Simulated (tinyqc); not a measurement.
# Worked calculation: conduction-band offset of an n-N heterojunction from carrier-profile moments

Computed by the program tinyqc: `OMP_NUM_THREADS=1 python tinyqc.py 2410044 2410045 out.jsonl`, one thread of a shared Intel Xeon 2.30GHz, about 0.08 s for the whole run. Printed values are rounded.

Layer 1 (x < 0) accumulates electrons and layer 2 (x > 0) is depleted. Boltzmann statistics. The bands bend down by V1 in layer 1 and up by V2 in layer 2, with V1 + V2 = VD = dE + Vt ln[(N2/Nc2)/(N1/Nc1)].

Inputs (values chosen for the exercise); values of the order of III-V alloys: temperature T = 300 K; relative permittivity of both layers eps_r = 12.4; density of states of the narrow-gap layer 1 Nc1 = 3.1e17 cm^-3; density of states of the wide-gap layer 2 Nc2 = 6.3e17 cm^-3; conduction-band offset dE = 0.17 eV; donor density in layer 1 N1 = 6.5e15 cm^-3; donor density in layer 2 N2 = 3e16 cm^-3; fixed charge at the interface si = 0 cm^-2.

Constants: q = 1.602176634e-19 C, kB = 1.380649e-23 J/K, Vt = kB T/q, eps0 = 8.8541878128e-14 F/cm where lengths are in cm. Results are converted to the units shown.

## Division of the diffusion potential

Sheet densities from the first integral: Q1 = sqrt((2 eps0 eps_r Vt N1/q)(exp(u1) - u1 - 1)) extra electrons, Q2 = sqrt((2 eps0 eps_r Vt N2/q)(exp(-u2) + u2 - 1)) missing ones, u = V/Vt; neutrality Q1 = Q2 + si. Q1 - Q2 rises steadily with V1, so V1 follows by bisection.

VD = 0.191205 V
V1 = 0.0771663 V
V2 = 0.114039 V
Q1 = 1.90756e11 cm^-2
n at x = 0- = 1.28603e17 cm^-3
n at x = 0+ = 3.64212e14 cm^-3

n drops across the interface by 353 = (Nc1/Nc2) exp(dE/Vt).

## Electron profile

-x, left point 0 to 9 (nm): [0, 1.21, 7.32, 21, 44.4, 79.3, 127, 190, 269, 365]
x, right point 0 to 9 (nm): [0, 13.4, 33.1, 56, 81.4, 109, 138, 169, 201, 234]

Integrate the field q Q(V)/(eps0 eps_r) away from the interface on each side; n = N exp(+/- V/Vt).

n in layer 1, left point 0 to 9 (cm^-3): [1.28603e17, 1.13439e17, 6.76353e16, 3.20858e16, 1.61595e16, 1.00016e16, 7.66871e15, 6.82310e15, 6.56936e15, 6.51096e15]
n in layer 2, right point 0 to 9 (cm^-3): [3.64212e14, 1.32828e15, 5.29420e15, 1.36127e16, 2.21939e16, 2.71425e16, 2.90930e16, 2.97430e16, 2.99308e16, 2.99822e16]

## Offset from the moments

A C-V profile smears n(x) but keeps its zeroth and first moments: si = -int (N - n) dx, VD = (q/(eps0 eps_r)) int (N - n) x dx, dE = VD - Vt ln[(N2/Nc2)/(N1/Nc1)]. Use the trapezoidal rule on each side.

si = 1.44335e10 cm^-2
VD = 0.190390 V
dE = 0.169185 eV

On these few points dE comes out -0.82 meV from the true 0.17 eV, and si misses by 1.4e10 cm^-2, 7.6 % of Q1.
